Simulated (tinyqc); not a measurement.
## Stress and current directions compared

A cubic crystal with four conduction valleys along the <111> axes; non-degenerate electrons, one relaxation time, masses unchanged. Stress s_ij = X a_i a_j with a the unit vector along the stress; strain e_ii = s11 s_ii + s12 (s_jj + s_kk), e_ij = s44 s_ij/2. Valley shift dE = Xu (n.e.n - trace(e)/3) with n the valley axis; share f proportional to exp(-dE/Vt). Inverse mass along the current d: (n.d)^2/ml + (1 - (n.d)^2)/mt; mu/mu0 = sum f (1/m) over the plain mean of 1/m. Rows: direction of the stress, of size |X|; columns: direction of the current and sign.

Inputs (values chosen for the exercise); values close to those of germanium:
```
symbol,value,unit,meaning
T,300,K,temperature
s11,9.79,1/TPa,compliance
s12,-2.62,1/TPa,compliance
s44,14.5,1/TPa,compliance
Xu,16.2,eV,shear deformation potential
ml,1.64,m0,longitudinal mass
mt,0.0812,m0,transverse mass
X,110,MPa,uniaxial stress (tension positive)
```

Constants: q = 1.602176634e-19 C, kB = 1.380649e-23 J/K, Vt = kB T/q. Results are converted to the units shown.

mu/mu0:
```
       I [100], tension  I [100], compression  I [110], tension  I [110], compression
[100]             1.000                 1.000             1.000                 1.000
[110]             1.000                 1.000             1.077                0.9235
[001]             1.000                 1.000             1.000                 1.000
[111]             1.000                 1.000             1.046                0.9431
```

The largest gain, 1.08, is for stress along [110], tension, current along [110]; the largest loss, 0.923, for [110], compression, current along [110]. Entries equal to one are cases in which the valleys are not split or have equal mass along the current.

tinyqc, about 0.01 s, one thread, Intel Xeon 2.30GHz (shared host): `OMP_NUM_THREADS=1 python tinyqc.py 2530174 2530175 out.jsonl`
